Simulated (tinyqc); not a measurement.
# From one set of inputs to another, one input at a time

Model: sheet resistance and Hall data of a diffused or implanted layer. Computed by tinyqc, a small Python program. Command: `OMP_NUM_THREADS=1 python tinyqc.py 3000630 3000631 out.jsonl layer ladder`. One thread of a shared host (Intel(R) Xeon(R) Processor @ 2.30GHz), about 0.06 s of CPU time with the checks.

Carriers are taken equal to the net active doping down to the junction (full ionisation, which deep dopants in wide-gap hosts do not reach; no spill-over, no depletion), and the Hall factor is 1.

The inputs printed are set A. Set A is modelled on donors in germanium; the values taken over come from a set modelled on silicon in GaN. Inputs not listed in the table keep their values of set A, so the rows need not describe a real material.

Inputs (values chosen for the exercise, modelled on donors in germanium):

| quantity | value | unit |
|---|---|---|
| mu_min | 288 | cm^2/(V s) |
| mu_max | 3910 | cm^2/(V s) |
| N_ref | 1.1e+17 | 1/cm^3 |
| exponent alpha | 0.54 | - |
| peak concentration N_0 | 1.9e+20 | 1/cm^3 |
| length scale l | 460 | nm |
| background doping N_B (opposite type) | 5.7e+16 | 1/cm^3 |
| solubility limit N_s | 5.3e+19 | 1/cm^3 |

Profile: complementary error function. Activation: limited by solubility.

Constants: e = 1.602176634e-19 C.

Method:
- N(x) = N_0 erfc(x/l), dose N_0 l/sqrt(pi), junction x_j = l erfc^-1(N_B/N_0).
- Mobility mu = mu_min + (mu_max - mu_min)/(1 + (N_t/N_ref)^alpha), N_t = active doping + N_B; carriers n = active doping - N_B, active doping min(N, N_s).
- Integrals from x_0 (0 unless stated) to x_j by the midpoint rule on 400 even intervals: 1/R_s = e int n mu dx; sheet density n_s = int n dx; Hall sheet density (int n mu dx)^2/int n mu^2 dx; Hall mobility int n mu^2 dx/int n mu dx.
- Mean conductivity 1/(R_s x_j); mean mobility 1/(e n_s R_s).

Each row keeps all changes above it:

| input moved | from | to | sheet resistance R_s (ohm) | Hall sheet density (1/cm^2) | mean conductivity 1/(R_s x_j) (S/cm) |
|---|---|---|---|---|---|
| set A | - | - | 5.18 | 2.6400e+15 | 1640.6 |
| background doping N_B (opposite type) (1/cm^3) | 5.7e+16 | 1.5e+15 | 5.15 | 2.6186e+15 | 1335.7 |
| N_ref (1/cm^3) | 1.1e+17 | 1.9e+17 | 4.64 | 2.5947e+15 | 1483.0 |
| solubility limit N_s (1/cm^3) | 5.3e+19 | 7.9e+19 | 3.82 | 3.3467e+15 | 1799.3 |
| mu_max (cm^2/(V s)) | 3910 | 1000 | 5.47 | 3.5247e+15 | 1256.9 |
| mu_min (cm^2/(V s)) | 288 | 57.5 | 17.20 | 3.2802e+15 | 400.1 |
| peak concentration N_0 (1/cm^3) | 1.9e+20 | 1.1e+20 | 21.73 | 2.4398e+15 | 325.2 |
| length scale l (nm) | 460 | 44 | 227.20 | 2.3338e+14 | 325.2 |

Where does the difference come from?

Sheet resistance R_s goes from 5.18 to 227, a factor 43.8 in all. The largest single move comes from length scale l (a factor 10.5). Hall sheet density goes from 2.64e15 to 2.33e14, a factor 0.0884 in all. The largest single move comes from length scale l (a factor 0.0957), and solubility limit N_s works against it (a factor 1.29). Mean conductivity 1/(R_s x_j) goes from 1640 to 325, a factor 0.198 in all. The largest single move comes from mu_min (a factor 0.318), and solubility limit N_s works against it (a factor 1.21). The single moves hold for this order of the switches; the total does not depend on the order.

Extremes, crossings and ranges named in words are read from the listed rows.
